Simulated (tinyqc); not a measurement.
Crystal pulling from the melt: segregation, interface stability, heat balance and point-defect regime: one step, computed by the program tinyqc. Command: `OMP_NUM_THREADS=1 python tinyqc.py 3020894 3020895 out.jsonl pull walk`. One thread of a shared host (Intel(R) Xeon(R) Processor @ 2.30GHz), about 0.01 s of CPU time with the checks.

A dilute solute; steady pulling with a flat interface unless it is found unstable.

Task: Boundary layer and effective coefficient. delta = 1.61 D^(1/3) nu^(1/6) omega^(-1/2), omega = 2 pi rpm/60; k_eff = k0/[k0 + (1 - k0) exp(-V delta/D)] (Burton, Prim and Slichter); the melt at the interface is enriched by k_eff/k0.

Inputs (values chosen for the exercise, for a model semiconductor): equilibrium coefficient k0 = 0.063; diffusivity in the melt D = 0.00026 cm^2/s; kinematic viscosity nu = 0.0037 cm^2/s; crystal rotation = 5 rpm; pull rate V = 1.2 mm/min.

Give: boundary layer delta; V delta/D; k_eff; enrichment at the interface.

Result:

boundary layer delta = 558.5 micrometre

V delta/D = 0.4296

k_eff = 0.09364

enrichment at the interface = 1.486

k_eff has moved 3.3 % of the way from k0 to 1. A 10 % ripple of V gives striations of 3.89 % in C_s, since d ln k_eff/d ln V = (1 - k_eff) V delta/D.
